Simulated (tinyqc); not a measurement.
Born-von Karman spring model of a cubic crystal with one atom per cell: one step, computed by the program tinyqc.

First neighbours lie at a/2 (1,1,0) (12 of them), second at a (1,0,0) (6), with all permutations and signs; the volume per atom is Omega = a^3/4. Two shells of springs match a real metal only roughly, above all at the zone boundary.

Question. Debye temperature from the elastic constants. Christoffel matrix G_xx = C11 n_x^2 + C44 (1 - n_x^2), G_xy = (C12 + C44) n_x n_y, with eigenvalues rho v^2; v_m^-3 is the mean of v^-3 over three branches and all directions (12 Gauss-Legendre points in cos(theta) times 24 angles phi = (j + 1/2) pi/12); q_D = (6 pi^2/Omega)^(1/3); Theta = hbar v_m q_D/k_B.

Inputs (values chosen for the exercise, modelled on copper): lattice constant a = 3.61 angstrom.

Lattice: fcc.

C12 = 92.93512 GPa

C44 = 61.33540 GPa

C11 = 144.5066 GPa

density rho = 8972.285 kg/m^3

Constants: hbar = 1.054571817e-34 J s; k_B = 1.380649e-23 J/K.

Give: mean velocity v_m; Debye wave number q_D; elastic Debye temperature.

Answer.

mean velocity v_m = 2434 m/s

Debye wave number q_D = 1.714 1/angstrom

elastic Debye temperature = 318.6 K
